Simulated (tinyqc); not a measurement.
Inside a calculation. Model: lateral field, substrate current, probability of reaching the oxide barrier and hot-carrier lifetime of a silicon transistor (pseudo-two-dimensional and lucky-electron models). Computed by tinyqc, a small Python program that keeps every step. Command: `OMP_NUM_THREADS=1 python tinyqc.py 3022542 3022543 out.jsonl hotcar walk`. One thread of a shared host (Intel(R) Xeon(R) Processor @ 2.30GHz), about 0.01 s of CPU time with the checks. Intermediate numbers are printed to about 6 digits and carried at full precision; extremes and crossings named in words are read from the listed rows.

Local-field models: a lucky carrier gains its energy at the peak field over a path free of collisions. Voltages are magnitudes.

Inputs (values chosen for the exercise, modelled on a silicon n-channel):
```
quantity,value,unit
channel length L,220,nm
oxide thickness t,3.7,nm
junction depth x_j,45,nm
mobility mu,330,cm^2/(V s)
saturation velocity v_s,0.91,1e7 cm/s
threshold voltage V_T,0.57,V
gate voltage V_G,1,V
drain voltage V_D,1.5,V
ionisation prefactor A_i,1.8e+06,1/cm
ionisation field B_i,1.77,MV/cm
hot-carrier mean free path lambda,8.3,nm
oxide barrier phi_b,3.1,eV
interface-trap threshold phi_it,3.6,eV
lifetime constant H,30,s microampere/micrometre
```

Drain: abrupt.

Constants: eps_0 = 8.8541878128e-12 F/m.

## Saturation point and current

C_ox = 3.9 eps_0/t; F_sat = 2 v_s/mu; V_Dsat = V_ov F_sat L/(V_ov + F_sat L), V_ov = V_G - V_T; I_D/W = C_ox v_s (V_ov - V_Dsat).

F_sat = 55.1515 kV/cm

V_Dsat = 0.317485 V

drain current I_D/W = 95.5574 microampere/micrometre

## Peak lateral field

Scale length l = 0.22 t^(1/3) x_j^(1/2) (all in cm); F_m = sqrt(((V_D - V_Dsat)/l_e)^2 + F_sat^2), with l_e = l; length of the velocity-saturated region l_e ln((V_D - V_Dsat)/(l_e F_sat) + F_m/F_sat).

scale length l = 33.5040 nm

peak field F_m = 357.231 kV/cm

velocity-saturated length = 85.6171 nm

energy gained over one free path, e lambda F_m = 0.296502 eV

The field rises from F_sat to F_m as cosh(x/l_e), a factor 6.5, over 39 % of L. Caution: the empirical formula for l was fitted to oxides of about 15 nm or more; for thinner ones it is an extrapolation. Caution: e V_D is below phi_b or phi_it, so the available energy, not the field, limits hot carriers, and the lucky-electron formulas overstate them.

## Hot-carrier currents and lifetime

Substrate current I_sub/I_D = (A_i/B_i)(V_D - V_Dsat) exp(-B_i/F_m); probability of reaching the oxide barrier exp(-phi_b/(e lambda F_m)); lifetime tau = (H/(I_D/W)) exp(phi_it/(e lambda F_m)).

I_sub/I_D = 0.00847760

substrate current I_sub/W = 0.810097 microampere/micrometre

probability of reaching phi_b = 2.87965e-05

lifetime tau = 58868.2 s

exponent m = phi_it/(e lambda B_i) = 2.45048

Since both exponentials depend on 1/F_m, tau I_D scales about as (I_sub/I_D)^(-m) with m = 2.45, which lets I_sub serve as the monitor. The lifetime is 1.87e-4 times ten years (3.156e8 s).

## Substrate current against gate voltage

The formulas are those given above.

At the given drain voltage:
```
V_G (V),V_Dsat (V),I_D/W (microampere/micrometre),F_m (kV/cm),I_sub/W (microampere/micrometre),tau (s)
0.62,0.048021,1.681,436.870,0.043169,365949
0.68,0.100856,7.765,421.231,0.165364,114501
0.76,0.164276,21.847,402.473,0.365150,65766
0.87,0.240529,50.508,379.941,0.613250,53901
1.00,0.317485,95.557,357.231,0.810097,58868
1.20,0.414684,182.865,328.598,0.923954,88611
1.30,0.455780,232.890,316.513,0.921685,115173
1.50,0.526470,342.712,295.759,0.854085,204728
1.60,0.557088,401.637,286.786,0.803905,276409
```

I_sub peaks at V_G = 1.2 V, 0.80 V_D: a higher gate voltage brings more carriers but raises V_Dsat and so lowers F_m. The shortest lifetime among the rows lies at V_G = 0.87 V, below that of the largest I_sub, since tau depends more steeply on the field.

## Extrapolating accelerated tests

V_10 solves tau = 3.156e8 s at the given V_G. The extrapolation fits ln(tau) against 1/V_D at 1, 1.08, 1.16 and 1.25 times the given V_D (rounded to 3 digits) by least squares and reads off the same tau.

Stress points:
```
V_D (V),1/V_D (1/V),tau (s)
1.50,0.666667,58868.2
1.62,0.617284,19685.2
1.74,0.574713,7879.0
1.88,0.531915,3220.8
```

ten-year drain voltage V_10 = 0.993751 V

V_10 from the 1/V_D extrapolation = 0.938553 V

The extrapolation is 55 mV below the true value: ln(tau) is nearly linear in 1/(V_D - V_Dsat), not in 1/V_D, so the straight line errs on the safe side when one extrapolates down. At V_10 the available energy e V_D is below phi_it, so the model understates the lifetime there.

Checks made by the program: voltage drop as the integral of F_sat cosh(x/l_e) over the saturated length (relative difference below 1e-10).
